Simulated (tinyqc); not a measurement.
Inside a calculation. Method: lattice vibrations of a chain. Computed by tinyqc, a small Python program that keeps every step. Command: `OMP_NUM_THREADS=1 python tinyqc.py 25083 25084 out.jsonl` (the two numbers bound the seeds that draw the settings). One thread of a shared host (Intel(R) Xeon(R) Processor @ 2.60GHz), about 0.01 s of CPU time with the checks.

## Dynamical matrix at q = 0.16

A chain moving along its axis:
```
atom               mass (u)  spring to the next atom (eV/angstrom^2)
1                   31.0000                                  18.3000
2                   33.1000                                   6.1000
3                    3.8000                                   2.1000
4                   77.5000                                   9.9000
second neighbours         -                                   2.5000
```

q is in units of 2 pi/a. A spring k from atom i to atom j, n cells on, adds k to Phi_ii and Phi_jj, -k exp(2 pi i q n) to Phi_ij and the conjugate to Phi_ji (for one atom a cell: 2k (1 - cos 2 pi q n)); D_ij = Phi_ij / sqrt(m_i m_j).

D(q) (eV/(angstrom^2 u)), lower triangle (Hermitian):
```
                 1                2        3       4
1           1.0710
2          -0.5713           0.8882
3  -0.3538-0.1945i          -0.5439   3.4737
4  -0.1082-0.1705i  -0.0758-0.0417i  -0.1224  0.2194
```

## Frequencies

omega^2 are the eigenvalues; wavenumber = 521.4708 sqrt(eigenvalue) 1/cm.

eigenvalues: 0.0274  0.4461  1.5553  3.6233

wavenumbers (1/cm): 86.4  348.3  650.3  992.6

weights |e|^2 of the mass-weighted modes:
```
        mode 1  mode 2  mode 3  mode 4
atom 1  0.2016  0.1869  0.5965  0.0150
atom 2  0.2109  0.3676  0.3911  0.0304
atom 3  0.0214  0.0195  0.0050  0.9540
atom 4  0.5660  0.4259  0.0074  0.0006
```

## Dispersion and heat capacity

C/k_B per atom = mean over q = (j + 1/2)/80, j = 0..39 and all branches of y^2 e^y/(e^y - 1)^2, y = hc wavenumber / k_B T.

Wavenumbers (1/cm):
```
q       branch 1  branch 2  branch 3  branch 4
0.0000    0.0000  351.8659  652.2100  993.8975
0.0625   34.5372  351.3220  651.9072  993.6885
0.1250   68.2212  349.6877  651.0382  993.0928
0.1875  100.1656  346.9739  649.7195  992.1997
0.2500  129.4036  343.2627  648.1351  991.1438
0.3125  154.8118  338.8189  646.5184  990.0852
0.3750  175.0038  334.2498  645.1216  989.1858
0.4375  188.2834  330.6211  644.1746  988.5837
0.5000  192.9655  329.2042  643.8394  988.3721
```

Heat capacity:
```
T (K)  C/k_B per atom
20             0.0419
50             0.1145
100            0.2379
200            0.4493
300            0.6104
600            0.8489
1200           0.9563
```

zero-point energy per atom = 32.5441 meV
